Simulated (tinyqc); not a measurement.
Inside a calculation: valley splitting in a one-orbital chain of atomic planes (second-neighbour model). Values are carried at full precision from step to step, so a last printed digit may differ when a step is redone from the rounded ones.

Each (001) plane carries one orbital with energy e0, hopping v to the next plane and u to the second: E(phi) = e0 + 2 v cos(phi) + 2 u cos(2 phi), where phi = pi - k a/4 (the sign of every second orbital is chosen so that v > 0, which shifts the phase by pi). The minimum lies at cos(phi0) = -v/(4u), phi0 = pi - (pi/2) k0 for a valley at k0 (2 pi/a), and e0 puts it at zero. A slab of N planes has hard walls: the matrix simply ends.

Constants: hbar^2/2m0 = 3.80998211 eV angstrom^2.

Inputs chosen for the exercise (near those of the Delta valleys of silicon; abrupt walls in this chain split the valleys several times more than measured wells; the results hold for these values, not for the real material):
```
symbol  value  unit      meaning
a       5.437  angstrom  lattice constant; planes lie a/4 apart
k0      0.872  2 pi/a    position of the valley
ml      0.871  m0        longitudinal mass
N       10               planes in the small slab
```

## Hoppings from the valley position and mass

The curvature at the minimum is d2E/dphi2 = 8 u sin^2(phi0) = (2c/ml)/(a/4)^2 with c = hbar^2/2m0; v = -4 u cos(phi0); e0 = 2u + v^2/(4u).

phi0 = 1.77186 rad
u = 0.61648 eV
v = 0.49247 eV
e0 = 1.33132 eV

## The bulk band

E at phi = j pi/10.

Band:
```
phi/pi  E (eV)
0.0     3.5492
0.1     3.2656
0.2     2.5092
0.3     1.5292
0.4     0.6382
0.5     0.0984
0.6     0.0295
0.7     0.3714
0.8     0.9155
0.9     1.3921
1.0     1.5793
```

## Hamiltonian of the slab

e0 on the diagonal, v and u on the first and second off-diagonals.

H (eV), lower triangle:
```
         1       2       3       4       5       6       7       8       9      10
1   1.3313
2   0.4925  1.3313
3   0.6165  0.4925  1.3313
4        0  0.6165  0.4925  1.3313
5        0       0  0.6165  0.4925  1.3313
6        0       0       0  0.6165  0.4925  1.3313
7        0       0       0       0  0.6165  0.4925  1.3313
8        0       0       0       0       0  0.6165  0.4925  1.3313
9        0       0       0       0       0       0  0.6165  0.4925  1.3313
10       0       0       0       0       0       0       0  0.6165  0.4925  1.3313
```

## Levels and the valley doublet

Diagonalise H. The two lowest levels are the doublet made from the valleys at +k0 and -k0; give their splitting, the weights of the lowest state, and its parity under reversal of the planes.

levels (eV): 0.1434  0.1747  0.5536  0.6119  1.1041  1.1834  1.4657  1.9797  2.7597  3.3371

splitting = 31.27 meV

weights on the planes: 0.061  0.003  0.188  0.064  0.184  0.184  0.064  0.188  0.003  0.061

parity of the lowest state: odd

The mean of the doublet lies 0.1591 eV above the bulk minimum, and level 3 lies 0.3945 eV above that mean; the weights oscillate from plane to plane because the two valleys interfere.

## Checks

- Mean of the doublet for 400 planes against the effective-mass level with W = 402 a/4 (meV): both 0.1446.

Run: tinyqc, `OMP_NUM_THREADS=1 python tinyqc.py 1451186 1451187 out.jsonl`; Intel(R) Xeon(R) Processor @ 2.30GHz, one thread, shared host; about 0.01 s of CPU time with all checks.
